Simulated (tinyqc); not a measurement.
Depletion-mode phase shifter in a rib waveguide and its Mach-Zehnder modulator: two steps of the calculation.

A lateral p-n junction at x0 in a waveguide whose mode intensity is a Gaussian of rms width s about x = 0; p side at smaller x. Reverse bias removes carriers and raises the index. Abrupt junction, doping uniform over the whole mode, lumped electrode (no travelling-wave effects).

Inputs (values chosen for the exercise); values close to those of silicon near 1550 nm:

| symbol | value | unit | meaning |
|---|---|---|---|
| lam | 1550 | nm | wavelength |
| eps_r | 11.7 |  | relative permittivity of the semiconductor |
| Na | 7.4e17 | cm^-3 | acceptor density |
| Nd | 2.7e17 | cm^-3 | donor density |
| G | 0.9 |  | vertical confinement times ng/n |
| hr | 220 | nm | rib height |
| Cf | 33 | pF/m | fringe capacitance |
| Rs | 13.3 | ohm mm | series resistance |
| V | 4 | V | reverse bias |
| a0 | 1.5 | dB/cm | passive loss |

Constants: eps0 = 8.8541878128e-14 F/cm where lengths are in cm. Results are converted to the units shown.

Task 1. Index and absorption of the doped regions. Free-carrier changes (empirical, N and P in cm^-3): |dn| = 8.5e-18 P^0.8 for holes, 8.8e-22 N for electrons; absorption 6e-18 P and 8.5e-18 N in 1/cm.

Give: dn_h; dn_e; a_h; a_e.

Result 1.

dn_h = 0.001678
dn_e = 2.376e-4
a_h = 4.440 1/cm
a_e = 2.295 1/cm

Index change per unit absorption: holes 3.78 um, electrons 1.04 um, a ratio of 3.65.

Task 2. Index shift, efficiency, loss and bandwidth. dneff = G {dn_h [F(xp(0)) - F(xp(V))] + dn_e [F(xn(V)) - F(xn(0))]}; VpiL = lam V/(2 dneff); loss = a0 + 4.343 G {a_h F(xp) + a_e [1 - F(xn)]} dB/cm at V; C = eps0 eps_r hr/W + Cf; fRC = 1/(2 pi Rs C).

F, edge xp(0) to xn(V): [0.4292416130, 0.6874689007, 0.3438625153, 0.8646876490]
W at 0 and at V (nm): [80.03926274, 180.4283232]
dn_h = 0.001678047699
dn_e = 0.0002376
a_h = 4.44 1/cm
a_e = 2.295 1/cm

Find: dneff; VpiL; loss; C; fRC.

Result 2.

dneff = 1.668e-4
VpiL = 1.858 V cm
loss = 8.681 dB/cm
C = 159.3 pF/m
fRC = 75.11 GHz

The product VpiL x loss is 16.1 V dB.

Computed by the program tinyqc: `OMP_NUM_THREADS=1 python tinyqc.py 2650021 2650022 out.jsonl`, one thread of a shared Intel Xeon 2.30GHz, about 0.01 s for the whole run.
